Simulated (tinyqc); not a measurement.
Worked calculation: pi bands of a honeycomb layer in tight binding. Values are carried at full precision from step to step, so a last printed digit may differ when a step is redone from the rounded ones.

Lattice vectors a (1,0) and a (1/2, sqrt3/2); f = exp(i ky a/sqrt3) + 2 cos(kx a/2) exp(-i ky a/(2 sqrt3)), w = |f|. H = [[D - t2 F, -t f], [., -D - t2 F]] with F = w^2 - 3, S = [[1, s0 f], [., 1]]; the levels solve det(H - E S) = 0. K = (4 pi/3a, 0), M = (pi/a, pi/(sqrt3 a)); w = 3, 1, 0 at Gamma, M, K.

Constants: hbar = 6.58211957e-16 eV s; hbar^2/2m0 = 3.80998211 eV angstrom^2.

Values chosen for the exercise (of the size used for graphene; shifted at random, so the results belong to these values and not to a real crystal):
- a = 2.46 angstrom (lattice constant)
- t = 2.6 eV (nearest hopping)
- t2 = 0 eV (second-neighbour hopping)
- s0 = 0 (overlap of neighbours)
- D = 0.094 eV (+D on A, -D on B)
- k = (0.74, 0.8) 1/angstrom (wave vector)

## H and S at one k

Form f, w, F and the two matrices.

f = 1.45543+0.24678i
w = 1.47620
F = -0.82082

H (eV):
```
                 A                B
A           0.0940  -3.7841-0.6416i
B  -3.7841+0.6416i          -0.0940
```

S:
```
         A        B
A  1.00000        0
B        0  1.00000
```

## The secular equation

det(H - E S) = 0 reads (e - E)^2 - D^2 - (t + s0 E)^2 w^2 = 0 with e = -t2 (w^2 - 3), that is c2 E^2 + 2 c1 E + c0 = 0 with c2 = 1 - s0^2 w^2, c1 = -(e + t s0 w^2), c0 = e^2 - D^2 - t^2 w^2.

c2, c1, c0: 1.0000  0.0000  -14.7401

levels (eV): -3.8393  3.8393

## Levels at Gamma, M and K

Solve the quadratic (e - E)^2 - D^2 - (t + s0 E)^2 w^2 = 0 with e = -t2 (w^2 - 3), for w = 3, 1, 0.

Levels (eV):

| point | w | lower | upper | difference |
|---|---|---|---|---|
| Gamma | 3 | -7.8006 | 7.8006 | 15.6011 |
| M | 1 | -2.6017 | 2.6017 | 5.2034 |
| K | 0 | -0.0940 | 0.0940 | 0.1880 |

Measured from the middle of the levels at K (0.000 eV), the upper band reaches 7.801 eV and the lower -7.801 eV at Gamma: mirror images, as neither overlap nor t2 is present. The saddle points at M give the absorption peak at 5.203 eV in this one-electron picture.

## Near K

w = (sqrt3/2) a q to first order in the distance q from K. Effective hopping t* = t + 3 t2 s0, hbar v = (sqrt3/2) a t*, v in m/s = hbar v x 1e-10/hbar; band-edge masses follow from E^2 = D^2 + (hbar v q)^2 when t2 = s0 = 0: m/m0 = 2 c D/(hbar v)^2, c = hbar^2/2m0.

hbar v = 5.5391 eV angstrom
v = 8.415e+05 m/s
mass = 0.0233 m0

## Checks

- Roots of the quadratic against the generalised eigenproblem: they agree to 1e-10 or better.

(tinyqc, `OMP_NUM_THREADS=1 python tinyqc.py 1482836 1482837 out.jsonl`, Intel(R) Xeon(R) Processor @ 2.30GHz, 1 thread, shared host, about 0.01 s.)
